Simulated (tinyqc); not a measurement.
Film and buried-oxide thickness from two coupling ratios.

Inverse problem. In a depleted film -dVT/dVb is k1 = Cs Cbox/(Cox (Cs + Cbox)) for a front channel and k2 = Cbox (Cox + Cs)/(Cox Cs) for a back channel, with Cox = eps0 eox/tox, Cs = eps0 eps_r/ts, Cbox = 3.9 eps0/tb. Find ts and tb.

Inputs (values chosen for the exercise); band and dielectric values close to those of In0.53Ga0.47As:

| symbol | value | unit | meaning |
|---|---|---|---|
| eps_r | 13.9 |  | relative permittivity |
| eox | 3.9 |  | relative permittivity of the gate insulator (close to silicon dioxide) |
| tox | 1.3 | nm | insulator thickness |

coupling ratios for a front and a back channel: [0.0094301221, 0.070431655]

Answer. With y = Cox/Cs and z = Cox/Cbox, 1/k1 = y + z and k2 = (1 + y)/z, so y = (k2/k1 - 1)/(1 + k2); the thicknesses follow from y and z.

ts = 28.00 nm
tb = 130.0 nm

Numbers from tinyqc (`OMP_NUM_THREADS=1 python tinyqc.py 2190054 2190055 out.jsonl`; about 0.4 s on one thread of a shared Intel Xeon 2.30GHz).
